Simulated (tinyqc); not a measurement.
k.p theory built from an empirical-pseudopotential calculation at Gamma, step by step. Values are carried at full precision from step to step, so a last printed digit may differ when a step is redone from the rounded ones.

Empirical pseudopotential on the fcc lattice, atoms at +/- tau, tau = a (1,1,1)/8, no spin-orbit coupling. H(G,G') = c (2 pi/a)^2 |k + G|^2 delta + VS(q) cos(q.tau) + i VA(q) sin(q.tau), q = G - G', c = hbar^2/2m0; k and G in units of 2 pi/a; VS at |q|^2 = 3, 8, 11 and VA at 3, 4, 11, in rydberg, zero elsewhere. The basis is fixed: all 65 G with |G|^2 up to Gcut. Energies are counted from the fourth level at Gamma.

Constants: hbar^2/2m0 = 3.80998211 eV angstrom^2; Ry = 13.60569312 eV.

Values chosen for the exercise (near those of Ge; not measured data):
```
symbol  value                   unit        meaning
a       5.668                   angstrom    lattice constant
VS      (-0.231, 0.009, 0.059)  Ry          symmetric form factors
VA      (0, 0, 0)               Ry          antisymmetric form factors
Gcut    16                      (2 pi/a)^2  largest |G|^2 of the fixed basis
```

## Levels at Gamma

Diagonalise H at k = 0 and group equal levels.

Multiplets at Gamma:
```
multiplet  degeneracy    E (eV)
1                   1  -12.0136
2                   3    0.0000
3                   1    1.1257
4                   3    3.4647
5                   1    6.5957
6                   2    8.1098
7                   3   12.0291
8                   1   13.4232
9                   3   26.3003
```

The lowest empty multiplet is a singlet at 1.126 eV; the lowest empty singlet (s-like) is multiplet 3.

## Mass of the s-like conduction level (multiplet 3)

For a multiplet A of d_A states, W(B) = (4 c/(3 d_A)) sum over n in A, m in B and i = x, y, z of |<n|G_i|m>|^2 (G in 1/angstrom, <n|G_i|m> = sum_G c_n(G)* G_i c_m(G)); the mean inverse mass of A is 1 + sum_B W(B)/(E_A - E_B). Multiplets with W = 0 are left out.

List the couplings (the first eight at most); W to the valence triplet is the Kane energy Ep.

Couplings:
```
multiplet B  degeneracy  E_B (eV)   W (eV)  W/(E_A - E_B)
2                     3    0.0000  19.9850        17.7540
7                     3   12.0291   0.2260        -0.0207
10                    3   26.8080   0.4494        -0.0175
16                    3   41.5675   0.0107        -0.0003
23                    3   43.4766   0.0056        -0.0001
25                    3   48.7995   0.0067        -0.0001
```

sum over the higher multiplets = 0
1/m = 18.7152

Ep = 19.98 eV. The valence triplet gives 17.75, all other levels together -0.04; m = 0.0534, against 0.0533 for two levels alone.

## Valence parameters

Fold all other levels onto the valence triplet: D(u) = c + 4 c^2 sum_m <n|u.G|m><m|u.G|n'>/(0 - E_m), in units of c. Along [100] its eigenvalues are L (once) and M (twice); along [111] (L + 2M + 2N)/3 (once) and (L + 2M - N)/3 (twice). Then g1 = -(L + 2M)/3, g2 = -(L - M)/6, g3 = -N/6.

eigenvalues along [100]: -18.558  -3.005  -3.005

eigenvalues along [111]: -22.048  -1.260  -1.260

L, M, N: -18.558  -3.005  -20.788

g1, g2, g3: 8.189  2.592  3.465

With spin-orbit coupling added at fixed g1, g2, g3 and large against the hole energy these give heavy and light masses along [100] of 0.333 and 0.075. The s-like level alone adds Ep/(3E) = 5.92 to g1. Local form factors fix Ep and the gap only roughly, so these values can lie far from measured ones.

## Checks

- 1/m of the s-like level from the sum against the curvature of the band: both 18.72.
- L and M against the curvatures along [100]: largest relative difference 3.1e-06.

(tinyqc, `OMP_NUM_THREADS=1 python tinyqc.py 1051441 1051442 out.jsonl`, Intel(R) Xeon(R) Processor @ 2.30GHz, 1 thread, shared host, about 0.3 s.)
